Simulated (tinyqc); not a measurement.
Boltzmann transport in a parabolic band with a power-law relaxation time: one step. Reduced Fermi level. Three cases, with inputs chosen for the exercise.

Task: Solve for eta.

F_j(eta) = (1/Gamma(j + 1)) integral_0^infinity x^j dx/(1 + exp(x - eta)), which tends to exp(eta) for eta << 0.

n = N F_1/2(eta) with N = 2 (m kB T/(4 pi c))^(3/2) with c = hbar^2/2m0, in 1/angstrom^3; times 1e24 for 1/cm^3, m = md.

Constants: hbar^2/2m0 = 3.80998211 eV angstrom^2; kB = 8.617333262e-05 eV/K.

Give: N; eta.

Case 1.

Values chosen (out of a larger set: masses near those of GaAs; tau0 is set for a mobility of the usual size at this n, kL is a free input; freeze-out and phonon drag, which matter near 77 K, are left out; not measured data): n = 1.3e+17 1/cm^3 (electron density); md = 0.069 m0 (density-of-states mass); T = 200 K.

Result:

N = 2.476e+17 1/cm^3
eta = -0.4599

Case 2.

Values chosen (out of a larger set: masses near those of GaN; tau0 is set for a mobility of the usual size at this n, kL is a free input; freeze-out and phonon drag, which matter near 77 K, are left out; not measured data): n = 8.7e+18 1/cm^3 (electron density); md = 0.196 m0 (density-of-states mass); T = 200 K.

Result:

N = 1.185e+18 1/cm^3
eta = 4.3696

Case 3.

Values chosen (out of a larger set: masses near those of SiC; tau0 is set for a mobility of the usual size at this n, kL is a free input; freeze-out and phonon drag, which matter near 77 K, are left out; not measured data): n = 1.5e+16 1/cm^3 (electron density); md = 0.806 m0 (density-of-states mass); T = 77 K.

Result:

N = 2.361e+18 1/cm^3
eta = -5.0566

Computed by tinyqc, one run a case: `OMP_NUM_THREADS=1 python tinyqc.py N N+1 out.jsonl` with N = 1681798, 1681881, 1681918; one thread of a shared Intel(R) Xeon(R) Processor @ 2.30GHz, about 0.01 s a run at most.
